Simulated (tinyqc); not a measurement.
Six-band hole subbands of a thin body in a field: sweeps and comparisons. A value that a table varies takes the place of the one given here.

Basis X, Y, Z times spin, hole energies counted downwards from the unstrained edge (the hydrostatic shift is left out), c = hbar^2/2m0. For a symmetric tensor T let C(T) have C_XX = L Txx + M (Tyy + Tzz), C_XY = N Txy (cyclic), L = c (g1 + 4 g2), M = c (g1 - 2 g2), N = 6 c g3. k = q + kz n, n the unit normal, q = k1 u + k2 v with u along the channel [1-10] and v = n x u. H = C(k k^T) + (Dso/3)(1 - L.sigma) - B + e F z with (L_k)_ij = -i epsilon_kij; B is the block C built from the traceless strain with 2b, -b and sqrt(3) d in place of L, M, N. Strain: exx = eyy = (s11 + s12) sx/2, ezz = s12 sx, exy = -s44 sx/4. Hard walls at z = 0 and t; basis sin(j pi z/t), j = 1 to Nz: kz^2 = (j pi/t)^2, kz = -i D with D_jl = 4 j l/(t (j^2 - l^2)), z_jj = t/2 and z_jl = -8 t j l/(pi (j^2 - l^2))^2 for j + l odd; 1 MV/cm = 0.01 eV/angstrom.

Nz = 14. E1 is the top subband at q = 0, gap the distance to the next pair, and the masses are c q^2/(E(q) - E1) at |q| = 0.02 1/angstrom (mean of the spin pair) along the channel [1-10] and across it in the plane; a dash marks a band that does not rise.

Constants: hbar^2/2m0 = 3.80998211 eV angstrom^2.

Inputs chosen for the exercise (near those of a p-type Si channel; shifted at random, so the results belong to these values and not to a real crystal):

| symbol | value | unit | meaning |
|---|---|---|---|
| g1 | 4.28 |  | Luttinger gamma1 |
| g2 | 0.34 |  | gamma2 |
| g3 | 1.44 |  | gamma3 |
| Dso | 0.043 | eV | spin-orbit splitting |
| b | -2.09 | eV | tetragonal potential |
| d | -4.8 | eV | trigonal potential |
| S | (7.67, -2.15, 12.62) | 1/TPa | compliances s11, s12, s44 |
| face | 110 |  | surface |
| t | 85 | angstrom | body thickness |
| F | 0.2 | MV/cm | field across the body |
| sx | -2 | GPa | stress along the channel [1-10], negative in compression |

## Stress along the channel

Each row has its own sx.

Results:

| sx (GPa) | E1 (meV) | gap (meV) | m channel | m across |
|---|---|---|---|---|
| -3.0 | -57.5 | 29.2 | 0.114 | 0.278 |
| -2.0 | -21.3 | 29.2 | 0.114 | 0.278 |
| -1.0 | 14.7 | 29.1 | 0.115 | 0.279 |
| -0.5 | 32.5 | 29.0 | 0.116 | 0.279 |
| 0.0 | 50.0 | 28.5 | 0.118 | 0.281 |
| 0.5 | 66.4 | 21.3 | 0.128 | 0.285 |
| 1.0 | 73.7 | 15.7 | 0.228 | 0.290 |

Under 2 GPa of compression the channel mass goes from 0.118 to 0.114 m0, the mass across from 0.281 to 0.278; the gap to the next subband is 29, 28 and 16 meV at -2, 0 and +1 GPa. The lightest channel mass of the table, 0.114 m0, is at -3.0 and -2.0 GPa. Compression changes the channel mass little here, since confinement on this face has already singled out the orbital that the stress favours.

## Surface orientation and number of bands

Three faces, six bands; and four bands, with Dso set to 1000 eV.

Results:

| case | E1 (meV) | gap (meV) | m channel | m across |
|---|---|---|---|---|
| (001) 6 bands | 27.3 | 74.2 | 0.143 | 2.518 |
| (001) 4 bands | 54.6 | 74.7 | 0.180 | 0.561 |
| (110) 6 bands | -21.3 | 29.2 | 0.114 | 0.278 |
| (110) 4 bands | 37.5 | 53.6 | 0.149 | 0.298 |
| (111) 6 bands | 3.6 | 48.8 | 0.128 | 1.083 |
| (111) 4 bands | 37.9 | 49.7 | 0.163 | 0.246 |

With six bands the top subband is shallowest on (110) (-21.3 meV) and deepest on (001). Without the stress E1 would be 89.0, 50.0 and 64.8 meV, so the stress moves it by -61.7, -71.4 and -61.2 meV. The lightest channel mass is on (110) (0.114 m0). Dropping the split-off band moves E1 by 27.3, 58.8 and 34.2 meV and the gap by 0.5, 24.4 and 0.9 meV on the three faces, with Dso = 43 meV.

## What each parameter does

Six bands. Each row changes one parameter from the base and keeps the others.

Results:

| case | E1 (meV) | gap (meV) | m channel (m0) | m across (m0) |
|---|---|---|---|---|
| base | -21.3 | 29.2 | 0.114 | 0.278 |
| t = 95 angstrom | -21.3 | 29.2 | 0.114 | 0.278 |
| F = 0.5 MV/cm | 11.8 | 53.5 | 0.114 | 0.278 |
| sx = -2.5 GPa | -39.4 | 29.2 | 0.114 | 0.278 |
| g3 = 1.34 | -11.6 | 36.8 | 0.118 | 0.278 |
| g2 = 0.39 | -19.3 | 30.7 | 0.114 | 0.286 |
| Dso = 0.065 eV | -15.8 | 29.4 | 0.115 | 0.279 |
| d = -3.84 eV | -10.9 | 29.2 | 0.114 | 0.278 |

The largest shifts from the base row, up to three for each result and ties (the steps differ in size, so this ranks the rows, not the parameters). E1 (meV): F +33.1, sx -18.1, d +10.4; unchanged at the printed digits by t. gap (meV): F +24.4, g3 +7.6, g2 +1.5; unchanged at the printed digits by t, sx and d. m channel (m0): g3 +0.004, Dso +0.001; unchanged at the printed digits by t, F, sx, g2 and d. m across (m0): g2 +0.008, Dso +0.000; unchanged at the printed digits by t, F, sx, g3 and d.

tinyqc: `OMP_NUM_THREADS=1 python tinyqc.py 1281883 1281884 out.jsonl`; about 0.3 s, one thread, shared Intel(R) Xeon(R) Processor @ 2.30GHz.
